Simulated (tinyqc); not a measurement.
Comparisons within one model: phonon-assisted absorption at an indirect gap. A value that a table varies takes the place of the one given here.

alpha(E) = sum_j A_j [N_j (E - Eg + w_j)^2 + (N_j + 1)(E - Eg - w_j)^2], each bracket counted only where its base is positive; N_j = 1/(exp(w_j/kB T) - 1). The first term absorbs a phonon and the second emits one; excitons and direct transitions are left out.

Photodiode (Gaertner form with a dead layer): QE = (1 - R) exp(-alpha xj) [1 - exp(-alpha W)/(1 + alpha L)], R = ((nr - 1)/(nr + 1))^2; responsivity = QE/E in A/W for E in eV.

Constants: kB = 8.617333262e-05 eV/K.

Parameters, chosen for this exercise (loosely those of Si at room temperature; Eg is not tied to T; not measured data):

| symbol | value | unit | meaning |
|---|---|---|---|
| Eg | 1.131 | eV | indirect gap, held fixed unless listed |
| w | (57.1, 17.9) | meV | two zone-edge phonons |
| A | (2800, 450) | 1/(cm eV^2) | their strengths |
| T | 300 | K |  |
| nr | 3.56 |  | refractive index |
| xj | 0.086 | micrometre | dead layer at the surface |
| W | 0.8 | micrometre | depleted width |
| L | 28 | micrometre | minority diffusion length below it |
| E | 1.314 | eV | photon energy |

## The square root of alpha at three temperatures

The gap is held fixed, so only the phonon occupations change.

sqrt(alpha) (1/cm^(1/2)):

| E - Eg (eV) | 4 K | 450 K | 600 K |
|---|---|---|---|
| -0.04 | 0.000 | 0.494 | 0.637 |
| -0.02 | 0.000 | 1.071 | 1.382 |
| 0.00 | 0.000 | 1.721 | 2.208 |
| 0.02 | 0.045 | 2.462 | 3.134 |
| 0.04 | 0.469 | 3.320 | 4.181 |
| 0.07 | 1.299 | 4.827 | 5.975 |
| 0.10 | 2.861 | 6.791 | 8.213 |
| 0.15 | 5.658 | 10.486 | 12.376 |
| 0.20 | 8.491 | 14.355 | 16.730 |
| 0.30 | 14.178 | 22.249 | 25.620 |
| 0.45 | 22.721 | 34.211 | 39.098 |
| 0.60 | 31.269 | 46.217 | 52.631 |

Below the gap only phonon absorption acts: at E - Eg = -0.02 eV sqrt(alpha) is 0.000, 1.071 and 1.382 at 4, 450 and 600 K. A straight line through the last two rows meets the axis at E - Eg = +0.0513, +0.0226 and +0.0166 eV: the intercept is roughly a weighted mean of the thresholds, not the gap, and it moves from the emission side towards Eg as the occupations grow. At the last row alpha grows by a factor 2.83 from the lowest to the highest temperature at fixed gap.

## Spectral response

Response:

| E (eV) | wavelength (nm) | alpha (1/cm) | 1/alpha (micrometre) | dead layer | collected | QE | A/W |
|---|---|---|---|---|---|---|---|
| 1.15 | 1078 | 2.62 | 3.82e+03 | 1.000 | 0.007 | 0.005 | 0.004 |
| 1.19 | 1042 | 8.85 | 1.13e+03 | 1.000 | 0.025 | 0.017 | 0.014 |
| 1.25 | 992 | 40.4 | 247 | 1.000 | 0.105 | 0.072 | 0.057 |
| 1.33 | 932 | 137 | 73.1 | 0.999 | 0.285 | 0.195 | 0.146 |
| 1.43 | 867 | 344 | 29.0 | 0.997 | 0.505 | 0.345 | 0.241 |
| 1.58 | 785 | 837 | 11.9 | 0.993 | 0.720 | 0.490 | 0.310 |
| 1.78 | 697 | 1.83e+03 | 5.45 | 0.984 | 0.859 | 0.579 | 0.325 |
| 2.03 | 611 | 3.62e+03 | 2.76 | 0.969 | 0.933 | 0.619 | 0.305 |
| 2.33 | 532 | 6.57e+03 | 1.52 | 0.945 | 0.970 | 0.627 | 0.269 |
| 2.73 | 454 | 1.19e+04 | 0.843 | 0.903 | 0.989 | 0.611 | 0.224 |

QE is highest, 0.627, at 2.33 eV of those listed and the responsivity at 1.78 eV; reflection alone caps QE at 0.685. Near the gap weak absorption limits it (collected share 0.007); at the top the dead layer passes 0.903. Far above the gap the quadratic law and a constant index are only rough.

## What moves the response

At the energy E. Each row changes one parameter from the base and keeps the others.

Results:

| case | alpha (1/cm) | QE |
|---|---|---|
| base | 112.5 | 0.1686 |
| Eg = 1.111 eV | 143.2 | 0.2013 |
| T = 350 K | 130.7 | 0.1885 |
| W = 1.6 micrometre | 112.5 | 0.1732 |
| L = 14 micrometre | 112.5 | 0.0984 |
| xj = 0.172 micrometre | 112.5 | 0.1684 |
| nr = 3.74 | 112.5 | 0.1639 |

The largest shifts from the base row, up to three for each result and ties (the steps differ in size, so this ranks the rows, not the parameters). alpha (1/cm): Eg +30.7, T +18.2; unchanged at the printed digits by W, L, xj and nr. QE: L -0.0702, Eg +0.0327, T +0.0199.

tinyqc: `OMP_NUM_THREADS=1 python tinyqc.py 1652467 1652468 out.jsonl`; about 0.01 s, one thread, shared Intel(R) Xeon(R) Processor @ 2.30GHz.
